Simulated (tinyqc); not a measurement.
Inside a calculation. Model: Cabrera-Mott growth of a thin oxide under its own electric field. Computed by tinyqc, a small Python program that keeps every step. Command: `OMP_NUM_THREADS=1 python tinyqc.py 3018906 3018907 out.jsonl cabrera walk`. One thread of a shared host (Intel(R) Xeon(R) Processor @ 2.30GHz), about 0.02 s of CPU time with the checks. Intermediate numbers are printed to about 6 digits and carried at full precision; extremes and crossings named in words are read from the listed rows.

Electrons cross the film freely and set a fixed potential V across it; the field V/x lowers the barrier for ions entering the oxide.

Inputs (values chosen for the exercise, for a model metal):

| quantity | value | unit |
|---|---|---|
| barrier W | 1.83 | eV |
| Mott potential V | 1.3 | V |
| ion charge number z | 2 | - |
| half jump distance b | 1.5 | angstrom |
| prefactor u0 = N Omega nu | 2e+13 | angstrom/s |
| temperature T | 450 | K |
| starting thickness x0 | 3.9 | angstrom |
| time t | 280000 | s |

Backward hops: kept.

Constants: k_B = 8.617333262e-05 eV/K.

## Scales

u = u0 exp(-W/(k_B T)), X1 = z b V/(k_B T) with V in volts and k_B T in eV; dx/dt = 2 u sinh(X1/x).

u = 6.39635e-08 angstrom/s

X1 = 100.572 angstrom

## Field and rate at the start

Field E = V/x; the barrier is lowered by z b V/x.

field = 33.3333 MV/cm

barrier lowering = 1 eV

rate = 10126.0 angstrom/s

## Thickness after time t

t(x) = int_(x0)^x dx / (dx/dt) by Gauss-Legendre quadrature (80 points on each side of (x0 + 2 x)/3), solved for x.

thickness x = 19.7845 angstrom

rate at time t = 1.03183e-05 angstrom/s

field at time t = 6.57081 MV/cm

X1/x = 5.08: the field term still rules. Caution: the starting field or rate is formal: the first layers form as fast as oxygen arrives.

## Limiting thickness

Growth counts as stopped when u exp(X1/x) falls to 1e-5 angstrom/s: x_L = X1/ln(1e-5/u), defined while u is below that rate; the critical temperature is T_c = W/(k_B ln(u0/1e-5)).

limiting thickness x_L = 19.9073 angstrom

critical temperature T_c = 503.949 K

T is below T_c, so the rate is below that level in any film thicker than x_L; growth goes on there, ever more slowly.

## Growth over eight decades

Closed form for thin films (leading term of the integral): x solves (x^2/(u X1)) exp(-X1/x) = t.

Thickness:

| t (s) | x (angstrom) | 1/x (1/angstrom) | closed form (angstrom) |
|---|---|---|---|
| 1.00e+00 | 6.4593 | 0.154815 | 6.4173 |
| 1.00e+01 | 7.4318 | 0.134557 | 7.3699 |
| 1.00e+02 | 8.7223 | 0.114649 | 8.6265 |
| 1.00e+03 | 10.5052 | 0.095191 | 10.3472 |
| 1.00e+04 | 13.1017 | 0.076326 | 12.8190 |
| 1.00e+05 | 17.1610 | 0.058272 | 16.5972 |
| 1.00e+06 | 24.1715 | 0.041371 | 22.8677 |
| 1.00e+07 | 38.1705 | 0.026198 | 34.4807 |
| 1.00e+08 | 72.5202 | 0.013789 | 59.2580 |

Per decade of time the film gains 0.97 angstrom at first and 34 at the end. The inverse-logarithmic law predicts -X1 d(1/x)/d ln t near 1; the rows give 0.88 at first and 0.54 at the end. The closed form misses by at most 18 %, as it needs x well below X1 and above x0.

Checks made by the program: quadrature against adaptive integration (relative difference below 1e-10).
